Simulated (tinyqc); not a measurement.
Wider gaps pin less: metal-induced gap states at the contact of a metal chain and a two-band chain.

The semiconductor alternates sites A at -Eg/2 and C at +Eg/2 with hopping -t; the gap runs from -Eg/2 to Eg/2. In the gap cosh(q a) = 1 + (Eg^2/4 - E^2)/(2 t^2) and the amplitude changes by -exp(-q a) a period. The metal has site energy 0 and hopping -tm; its end site has g_m = (E - i sqrt(4 tm^2 - E^2))/(2 tm^2). Sites 1, 2, ... count into the semiconductor, with energies e1, e2 alternating. The clean half chain has g1 = 1/(E - e1 - t^2 g2), g2 = 1/(E - e2 - t^2 g1), decaying root. With the contact G11 = 1/(1/g1 - tc^2 g_m), and the density on site j is -Im G_jj/pi = |psi_j/psi_1|^2 (-Im G11/pi), per spin, with psi_2/psi_1 = -t g2, psi_3/psi_2 = -t g1.

Constants: e^2/(4 pi eps0) = 14.39964547 eV angstrom.

Inputs chosen for the exercise (gap and optical dielectric constant near those of SiO2; the chain itself is a model; not measured data):
- Eg = 9.25 eV (gap)
- t = 3.1 eV (hopping in the semiconductor)
- tm = 3.7 eV (hopping in the metal)
- tc = 1.08 eV (hopping across the contact)
- end = A (site that touches the metal)
- a = 3.1 angstrom (period (two sites); one chain for each area a^2)
- eps = 2.2 (dielectric constant)

E = 0; Eg is varied and eps follows 1 + (eps0 - 1)(Eg0/Eg), with the given Eg and eps as Eg0 and eps0. xi = 1/(2q), N = 2 (summed density)/a^2, S = 1/(1 + 4 pi e^2 N xi/eps).

Against the gap:

| Eg (eV) | eps | xi (angstrom) | summed density (1/eV) | S | S at fixed eps |
|---|---|---|---|---|---|
| 0.50 | 23.20 | 19.23 | 0.1232 | 0.206 | 0.024 |
| 0.75 | 15.80 | 12.82 | 0.0805 | 0.289 | 0.054 |
| 1.10 | 11.09 | 8.75 | 0.0534 | 0.387 | 0.111 |
| 1.50 | 8.40 | 6.42 | 0.0379 | 0.478 | 0.193 |
| 2.30 | 5.83 | 4.20 | 0.0232 | 0.613 | 0.374 |
| 3.40 | 4.26 | 2.86 | 0.0144 | 0.733 | 0.586 |
| 5.50 | 3.02 | 1.80 | 0.0076 | 0.854 | 0.810 |
| 9.00 | 2.23 | 1.15 | 0.0037 | 0.934 | 0.933 |

From Eg = 0.5 to 9 eV xi falls by a factor 16.7 and the summed density by 33.7, so at fixed eps S rises from 0.02 to 0.93. The weaker screening of wide-gap solids works against this: with it S goes from 0.21 to 0.93.

Computed by tinyqc, a small Python program: `OMP_NUM_THREADS=1 python tinyqc.py 1480509 1480510 out.jsonl` (the numbers bound the seed that draws the inputs); one thread of a shared host (Intel(R) Xeon(R) Processor @ 2.30GHz), about 0.01 s for the whole set of steps.
